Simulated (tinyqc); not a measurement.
Classical nucleation, growth and JMAK kinetics of crystallisation from a melt or glass: one step, computed by the program tinyqc. Command: `OMP_NUM_THREADS=1 python tinyqc.py 3024768 3024769 out.jsonl nucl walk`. One thread of a shared host (Intel(R) Xeon(R) Processor @ 2.30GHz), about 0.01 s of CPU time with the checks.

A spherical nucleus cap on a flat wall with a sharp interface of isotropic energy gamma; lambda = Omega^(1/3) is the jump distance.

Task: Steady nucleation rate. Driving force per volume: dG = H [(T_m - T)/T_m] [2 T/(T_m + T)]. Shape factor f = (2 + cos theta)(1 - cos theta)^2/4. W(r) = f [4 pi r^2 gamma - (4/3) pi r^3 dG]; r* = 2 gamma/dG; W* = f 16 pi gamma^3/(3 dG^2); n* = f (4/3) pi r*^3/Omega. D = D0 exp(-Q/(k_B T)); attachment rate k+ = (A*/lambda^2) D/lambda^2 with A* = 2 pi r*^2 (1 - cos theta); Zeldovich factor Z = sqrt(W*/(3 pi k_B T))/n*; sites per volume N = S_v/lambda^2; I = N Z k+ exp(-W*/(k_B T)); lag time = 1/(4 pi Z^2 k+).

Inputs (values chosen for the exercise, for a model substance):
```
quantity                        value        unit
melting point T_m                1780           K
heat of melting per volume H     6330      J/cm^3
interface energy gamma          0.601       J/m^2
atomic volume Omega              12.7  angstrom^3
temperature T                    1001           K
diffusion prefactor D0        3.4e-05       m^2/s
activation energy Q              1.41          eV
contact angle theta                35     degrees
wall area per volume S_v        9e+06         1/m
```

Nucleation: on a flat wall. Driving force: Thompson-Spaepen.

Constants: k_B = 8.617333262e-05 eV/K; k_B = 1.380649e-23 J/K.

Give: diffusivity D; attachment rate k+; Zeldovich factor Z; sites N; nucleation rate I; lag time.

Result:

diffusivity D = 2.7070e-12 m^2/s

attachment rate k+ = 3.7713e+08 1/s

Zeldovich factor Z = 0.24167

sites N = 1.6534e+26 1/m^3

nucleation rate I = 3.2781e+33 1/(m^3 s)

lag time = 3.6130e-09 s
